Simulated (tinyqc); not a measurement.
Worked calculation: empirical pseudopotential in a few plane waves. Computed by tinyqc, a small Python program that keeps every step. Settings: plane-wave index or count = 15. Command: `OMP_NUM_THREADS=1 python tinyqc.py 21210 21211 out.jsonl` (the two numbers bound the seeds that draw the settings). One thread of a shared host (Intel(R) Xeon(R) Processor @ 2.60GHz), about 0.2 s of CPU time with the checks.

## Bloch Hamiltonian at k

Parameters chosen for this model: fcc lattice, atoms at +/- a/8 (1,1,1); form factors in rydberg at |G|^2 in units of (2 pi/a)^2:

| parameter | value | unit |
|---|---|---|
| a | 6.100000 | angstrom |
| VS(3) | -0.192000 | Ry |
| VS(8) | 0.051000 | Ry |
| VS(11) | 0.074000 | Ry |
| VA(3) | 0.146000 | Ry |
| VA(4) | 0.075000 | Ry |
| VA(11) | 0.013000 | Ry |
| hbar^2/2m (2 pi/a)^2 | 4.042248 | eV |

k point k (2 pi / a): 0.0800  -0.5700  -0.5300

Basis: the 15 shortest G (labels in 2 pi/a), the same at every k. H(G,G') = c |k + G|^2 delta + VS(|G-G'|^2) cos((G-G').tau) + i VA sin((G-G').tau), tau = a/8 (1,1,1); 1 Ry = 13.605693 eV.

H(k) at k (eV), lower triangle (Hermitian):
```
                 +0+0+0           -1-1-1           -1-1+1           -1+1-1
+0+0+0           2.4747
-1-1-1   1.8472-1.4046i          22.8476
-1-1+1  -1.8472-1.4046i   0.0000+1.0204i          14.2780
-1+1-1  -1.8472-1.4046i   0.0000+1.0204i           0.6939          13.6313
-1+1+1  -1.8472+1.4046i          -0.6939   0.0000+1.0204i   0.0000+1.0204i
+1-1-1  -1.8472-1.4046i   0.0000+1.0204i           0.6939           0.6939
+1-1+1  -1.8472+1.4046i          -0.6939   0.0000+1.0204i           0.0000
+1+1-1  -1.8472+1.4046i          -0.6939           0.0000   0.0000+1.0204i
+1+1+1   1.8472+1.4046i           0.0000          -0.6939          -0.6939
-2+0+0   0.0000-1.0204i  -1.8472+1.4046i  -1.8472-1.4046i  -1.8472-1.4046i
+0-2+0   0.0000-1.0204i  -1.8472+1.4046i  -1.8472-1.4046i   0.7119-0.1251i
+0+0-2   0.0000-1.0204i  -1.8472+1.4046i   0.7119-0.1251i  -1.8472-1.4046i
+0+0+2   0.0000+1.0204i  -0.7119-0.1251i   1.8472+1.4046i  -0.7119+0.1251i
+0+2+0   0.0000+1.0204i  -0.7119-0.1251i  -0.7119+0.1251i   1.8472+1.4046i
+2+0+0   0.0000+1.0204i  -0.7119-0.1251i  -0.7119+0.1251i  -0.7119+0.1251i

                 -1+1+1           +1-1-1           +1-1+1           +1+1-1
-1+1+1           5.0617
+1-1-1           0.0000          24.1411
+1-1+1           0.6939   0.0000+1.0204i          15.5715
+1+1-1           0.6939   0.0000+1.0204i           0.6939          14.9248
+1+1+1   0.0000+1.0204i          -0.6939   0.0000+1.0204i   0.0000+1.0204i
-2+0+0   1.8472-1.4046i   0.7119-0.1251i  -0.7119-0.1251i  -0.7119-0.1251i
+0-2+0  -0.7119-0.1251i  -1.8472-1.4046i   1.8472-1.4046i  -0.7119-0.1251i
+0+0-2  -0.7119-0.1251i  -1.8472-1.4046i  -0.7119-0.1251i   1.8472-1.4046i
+0+0+2  -1.8472+1.4046i  -0.7119+0.1251i  -1.8472+1.4046i   0.7119+0.1251i
+0+2+0  -1.8472+1.4046i  -0.7119+0.1251i   0.7119+0.1251i  -1.8472+1.4046i
+2+0+0   0.7119+0.1251i   1.8472+1.4046i  -1.8472+1.4046i  -1.8472+1.4046i

                 +1+1+1   -2+0+0   +0-2+0   +0+0-2
+1+1+1           6.3552
-2+0+0  -0.7119+0.1251i  17.3501
+0-2+0  -0.7119+0.1251i   0.6939  27.8600
+0+0-2  -0.7119+0.1251i   0.6939   0.6939  27.2132
+0+0+2  -1.8472-1.4046i  -0.6939  -0.6939   0.0000
+0+2+0  -1.8472-1.4046i  -0.6939   0.0000  -0.6939
+2+0+0  -1.8472-1.4046i   0.0000  -0.6939  -0.6939

         +0+0+2  +0+2+0   +2+0+0
+0+0+2  10.0741
+0+2+0   0.6939  9.4273
+2+0+0   0.6939  0.6939  19.9372
```

## Levels at k

Diagonalise the Hermitian matrix.

eigenvalues (eV): -2.9932  4.2303  5.2574  6.3870  11.6316  13.3285  13.9313  15.1414  15.5524  19.4408  20.7936  22.5482  26.1051  28.0982  31.6953

## Bands along a path

The same steps at evenly spaced points between the labelled ones.

Bands along the path (eV), lowest eight:

| k | band 1 | band 2 | band 3 | band 4 | band 5 | band 6 | band 7 | band 8 |
|---|---|---|---|---|---|---|---|---|
| L | -2.9167 | 3.4946 | 6.7225 | 6.7225 | 11.0545 | 12.6508 | 12.6508 | 16.7888 |
| L-G 0.33 | -3.4719 | 4.2953 | 6.6593 | 6.6593 | 11.1427 | 12.6843 | 12.6843 | 15.8021 |
| L-G 0.67 | -3.9861 | 5.8870 | 6.8441 | 6.8441 | 11.5997 | 12.6451 | 12.6451 | 13.2827 |
| G | -4.1834 | 6.9813 | 6.9813 | 6.9813 | 11.5266 | 12.2863 | 12.2863 | 12.2863 |
| G-X 0.33 | -3.9199 | 5.9779 | 6.5639 | 6.5639 | 11.4528 | 12.7377 | 13.3243 | 13.3243 |
| G-X 0.67 | -3.2307 | 4.4577 | 6.0116 | 6.0116 | 10.6024 | 11.4507 | 15.7025 | 15.7025 |
| X | -2.5004 | 3.6076 | 5.9817 | 5.9817 | 10.5048 | 10.7832 | 18.7587 | 18.7587 |

With 4 band(s) filled, the highest filled level on these points lies at G and the lowest empty one at X: a gap of 3.5235 eV, indirect. This holds for the small fixed basis; with all plane waves up to |k + G|^2 = 21 (2 pi/a)^2 the gap along the path is 3.49 eV.

## Convergence with the number of plane waves

Levels at G counted from the fourth one.

Levels (eV):

| plane waves | level 1 | level 5 | level 8 |
|---|---|---|---|
| 9 | -13.4358 | 2.0409 | 3.6837 |
| 15 | -11.1647 | 4.5453 | 5.3050 |
| 27 | -10.0909 | 4.5061 | 5.5913 |
| 51 | -9.9244 | 4.4363 | 5.5714 |
| 59 | -9.9266 | 4.4630 | 5.2575 |
| 65 | -9.9337 | 4.4612 | 5.2116 |
| 89 | -9.9176 | 4.4665 | 5.2364 |
